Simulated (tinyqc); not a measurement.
# Worked calculation: phase-change memory cell, resistance drift and retention

Computed by the program tinyqc: `OMP_NUM_THREADS=1 python tinyqc.py 2880124 2880125 out.jsonl`, one thread of a shared Intel Xeon 2.30GHz, about 0.01 s for the whole run. Printed values are rounded.

The amorphous state follows Ra = R0 (t/t0)^nu exp[(q Ec/kB)(1/T - 1/(300 K))], with nu taken as independent of T. An intermediate level follows the logarithmic mixing rule ln R = (1 - fa) ln Rc + fa ln Ra with constant Rc. The time to lose the data by crystallisation is tr = tx exp[(q Ex/kB)(1/T - 1/Tx)]; 1 year = 3.15576e7 s. These are empirical laws.

Parameters, values chosen for the exercise; values of the order found in chalcogenide phase-change cells:

| symbol | value | unit | meaning |
|---|---|---|---|
| R0 | 11 | Mohm | resistance of the amorphous state at t0 and 300 K |
| t0 | 0.001 | s | reference time |
| nu | 0.055 |  | drift exponent |
| Ec | 0.16 | eV | activation energy of conduction |
| Ex | 3.1 | eV | activation energy of crystallisation |
| Tx | 473 | K | temperature of a bake |
| tx | 49000 | s | time to crystallise in that bake |
| T | 398 | K | operating temperature |
| t | 86400 | s | time of the read |
| fa | 0.39 |  | amorphous share of an intermediate level |
| Rc | 13 | kohm | resistance of the crystalline state |

Constants: q = 1.602176634e-19 C, kB = 1.380649e-23 J/K. Results are converted to the units shown.

## Resistances at the read

Ra and the intermediate level as above; its effective drift exponent is fa nu.

drift factor = 2.73217
temperature factor = 0.217851
Ra = 6.54728 Mohm
intermediate level = 0.147153 Mohm
effective exponent = 0.02145

Against R0 the resistance has fallen by a factor of 1.68.

## Retention

tr at T; the ten-year temperature solves tr = 10 years: 1/T10 = 1/Tx + (kB/(q Ex)) ln(10 years/tx).

tr = 2602.48 years
T10 = 424.095 K
loss of tr per kelvin, q Ex/(kB T^2) = 22.7103 %/K

T lies 26.1 K below T10, so ten years are met.
